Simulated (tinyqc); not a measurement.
## Mobility and threshold from two currents

Question. In the linear region I = mu Cox (W/L) [(Vgs - VT) Vds - m Vds^2/2], Cox = eps0 eox/tox. Find mu and VT.

Inputs (values chosen for the exercise): relative permittivity of the gate insulator eox = 7.46; insulator thickness tox = 50 nm; gate width W = 20 um; gate length L = 5 um.

Constants: eps0 = 8.8541878128e-14 F/cm where lengths are in cm. Results are converted to the units shown.

I at Vgs = 0.77 and 1.27 V, Vds = 0.05 V (uA): [1.4468236, 3.4283909]
m = 1.2123849

Answer. The slope dI/dVgs is mu Cox (W/L) Vds; the line meets zero current at VT + m Vds/2.

mu = 150 cm^2/(V s)
VT = 0.375 V

tinyqc, about 0.03 s, one thread, Intel Xeon 2.30GHz (shared host): `OMP_NUM_THREADS=1 python tinyqc.py 2360056 2360057 out.jsonl`
